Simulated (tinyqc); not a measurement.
Sublattice potential against complex hopping: Haldane model. Computed by the program tinyqc. H_AA = delta - 2 t2 sum cos(k.b + phi), H_BB = -delta - 2 t2 sum cos(k.b - phi), H_AB = -t1 (1 + exp(-i k.a1) + exp(-i k.a2)), b = a1, a2 - a1, -a2, m = 3 sqrt3 t2 sin(phi); the sign of the Chern number follows the orientation k1 then k2.

Honeycomb lattice:

| parameter | value |
|---|---|
| t1 (eV) | 1.910000 |
| t2 (eV) | 0.350000 |
| phi (rad) | 1.530000 |

Gaps at the two valleys (eV) and Chern number of the lower band (12 x 12 mesh):

| delta | gap 2\|delta - m\| | gap 2\|delta + m\| | Chern number |
|---|---|---|---|
| -3.2710 | 10.1763 | 2.9077 | 0 |
| -2.3620 | 8.3583 | 1.0897 | 0 |
| -1.0900 | 5.8143 | 1.4543 | -1 |
| 0.0000 | 3.6343 | 3.6343 | -1 |
| 0.7270 | 2.1803 | 5.0883 | -1 |
| 1.3630 | 0.9083 | 6.3603 | -1 |
| 2.2710 | 0.9077 | 8.1763 | 0 |
| 3.6340 | 3.6337 | 10.9023 | 0 |

What does the comparison show, and why?

Here |m| = 1.8171 eV. For |delta| < |m| the two valleys have masses of opposite sign and the Chern number is +/-1; one gap closes at |delta| = |m|, and beyond it the band is trivial.
